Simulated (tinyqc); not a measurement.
## Gap voltage and exponent from three temperatures

Problem. At constant current VBE(T) = Vg0 - a T - eta (kB T/q) ln T, where a is a constant. Find Vg0, eta and dVBE/dT at the middle temperature.

Constants: q = 1.602176634e-19 C, kB = 1.380649e-23 J/K. Results are converted to the units shown.

T (K): 273  300  390
VBE at a constant current (V): 0.7667819537  0.7161940029  0.5425911876

Solution. The relation is linear in Vg0, a and eta, so three points give a linear system; the slope is (VBE - Vg0 - eta kB T/q)/T. eta rests on the curvature of VBE(T) alone, so real fits need accuracy of some tens of microvolts or better.

Vg0 = 1.192 V
eta = 3.500
dVBE/dT = -1.888 mV/K

Numbers from tinyqc (`OMP_NUM_THREADS=1 python tinyqc.py 2062019 2062020 out.jsonl`; about 0.02 s on one thread of a shared Intel Xeon 2.30GHz).
